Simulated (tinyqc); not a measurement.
# Gate voltage for a given inversion charge

Problem. p-type body, charge-sheet picture, depletion and inversion only, full ionisation (an idealisation for deep acceptors), Boltzmann statistics (rough once Na exp(x - xn) passes about Nc/7). In units of Vt: xg = (Vg - Vfb)/Vt, x = psi/Vt, G = gamma/sqrt(Vt), xn = (2 phiF + Vc)/Vt. The implicit equation is (xg - x)^2 = G^2 [x - 1 + exp(x - xn)] for x above about 3. Cox = eps0 eox/tox. ni = sqrt(Nc Nv) exp(-Eg/(2 Vt)), Eg in volts; phiF = Vt ln(Na/ni); gamma = sqrt(2 q eps0 eps_r Na)/Cox. N_inv = (Cox Vt G/q) [sqrt(x - 1 + exp(x - xn)) - sqrt(x - 1)]. Find x - xn, psi and Vg.

Inputs (values chosen for the exercise); band and dielectric values close to those of silicon:
- T = 400 K (temperature)
- Eg = 1.14 eV (band gap)
- eps_r = 11.9 (relative permittivity)
- Nc = 4.23e19 cm^-3 (conduction-band density of states at T)
- Nv = 4.08e19 cm^-3 (valence-band density of states at T)
- eox = 24.8 (relative permittivity of the gate insulator (close to zirconium oxide))
- tox = 3.6 nm (insulator thickness)
- Na = 7.9e17 cm^-3 (acceptor density)
- Vfb = -0.78 V (flat-band voltage)
- Vc = 0 V (channel-body voltage)

Constants: q = 1.602176634e-19 C, kB = 1.380649e-23 J/K, Vt = kB T/q, eps0 = 8.8541878128e-14 F/cm where lengths are in cm. Results are converted to the units shown.

N_inv = 1.5e10 cm^-2

Answer. N_inv rises steadily with x, so it fixes x; the implicit equation then gives xg directly.

x - xn = -1.43
psi = 0.818 V
Vg = 0.113 V

tinyqc, about 0.01 s, one thread, Intel Xeon 2.30GHz (shared host): `OMP_NUM_THREADS=1 python tinyqc.py 2122064 2122065 out.jsonl`
